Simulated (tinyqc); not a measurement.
## Magnetoresistance against angle

Conductance G = G0 (1 + P1 P2 cos(phi)) at low bias, phi the angle between the magnetisations, normalised to Rp = RA/area at phi = 0.

Inputs (values chosen for the exercise): diameter Dm = 36 nm; spin polarisation of the reference layer P1 = 0.51; spin polarisation of the free layer P2 = 0.52; resistance-area product, parallel state RA = 7.5 ohm um^2.

Magnetoresistance against angle:
```
phi (degree)  R (kohm)  R/Rp - 1 (%)  share of the full TMR (%)
0                7.368             0                          0
20               7.463         1.280                      1.774
45               7.850         6.541                      9.062
70               8.547         16.00                      22.16
90               9.322         26.52                      36.74
110              10.25         39.14                      54.22
135              11.47         55.72                      77.20
160              12.42         68.52                      94.92
180              12.69         72.18                      100.0
```

R rises from 7.37 to 12.7 kohm, TMR0 = 72.2 %. It is the conductance that follows cos(phi), so at 90 degrees R has covered only (1 - P1 P2)/2 = 36.7 % of its range.

Numbers from tinyqc (`OMP_NUM_THREADS=1 python tinyqc.py 2450039 2450040 out.jsonl`; about 0.01 s on one thread of a shared Intel Xeon 2.30GHz).
